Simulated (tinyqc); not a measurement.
Debye-Callaway model of lattice thermal conductivity. From kappa back to Casimir length L. Computed by tinyqc, a small Python program. Command: `OMP_NUM_THREADS=1 python tinyqc.py 3014671 3014672 out.jsonl callaway inv`. One thread of a shared host (Intel(R) Xeon(R) Processor @ 2.30GHz), about 0.04 s of CPU time with the checks.

Three acoustic branches with one velocity v, cut at omega_D = k_B Theta/hbar; x = hbar omega/(k_B T). v and Theta are separate inputs: Theta cuts off the heat-carrying modes, so C need not reach 3 k_B/V. gamma is an effective value that sets the umklapp rate.

Inputs (values chosen for the exercise, for a model crystal):
```
quantity                                value        unit
sound velocity v                        10900         m/s
Debye temperature Theta                   871           K
volume per atom V                        32.1  angstrom^3
mean atomic mass M                       30.1           u
effective Grueneisen parameter gamma     0.88           -
umklapp exponent divisor b                  2           -
mass variance Gamma                   0.00035           -
normal-process factor f_N                 1.6           -
temperature T                             150           K
```

Sample: crystal. Point defects: isotopes. Normal processes: included.

Constants: k_B = 1.380649e-23 J/K; hbar = 1.054571817e-34 J s; u = 1.6605390666e-27 kg.

Method:
- Gamma is given directly by the isotope mixture. A = V Gamma/(4 pi v^3).
- Rates: point defects A omega^4; umklapp B omega^2 T exp(-Theta/(b T)) with B = hbar gamma^2/(M v^2 Theta); normal processes f_N B omega^2 T (T/Theta)^2. Boundaries: v/L.
- kappa_1 = c int tau_C g dx, g = x^4 e^x/(e^x - 1)^2, c = (k_B/(2 pi^2 v)) (k_B T/hbar)^3, over 0 < x < min(Theta/T, 40), by 96 Gauss-Legendre points in s with x = x_max s^2; 1/tau_C = 1/tau_R + 1/tau_N; kappa_2 = c [int (tau_C/tau_N) g dx]^2 / int (tau_C/(tau_N tau_R)) g dx; kappa = kappa_1 + kappa_2.
- Heat capacity C = 3 c int g dx / v^2; grey free path 3 kappa/(C v); the median free path v tau_C halves kappa_1 when the quadrature points are ordered by free path (each counted at half its weight, interpolated in the logarithm); likewise at 10 % and 90 %.

Task: A run gave the result below. Find the Casimir length L, known to lie between 58 and 120 micrometre.

kappa = 2289.787 W/(m K)

Result:

Each step takes the trial c = (a f_b - b f_a)/(f_b - f_a), f being the result less the target and a, b, c the logarithms of the listed values; c replaces end b, the old b replaces a if the sign of f changed, and otherwise f_a is halved.

Scan of the range:
```
Casimir length L (micrometre)  kappa (W/(m K))
58.0                                   2165.26
65.5                                   2246.65
73.9                                   2328.35
83.4                                   2411.07
94.2                                   2495.10
106.0                                  2577.14
120.0                                  2663.90
```

False position (Illinois rule, in the logarithm of the input) inside the bracket:
```
step    end a    end b    trial  kappa (W/(m K))
1     65.5000  73.9000  69.8087          2289.68
2     73.9000  69.8087  69.8200          2289.79
3     73.9000  69.8200  69.8200          2289.79
4     69.8200  69.8200  69.8200          2289.79
```

Kappa rises at every point of a 13-point scan of the range (every second point is shown), so one value fits; it is bracketed by 65.5 and 73.9. Answer: Casimir length L = 69.82 micrometre.
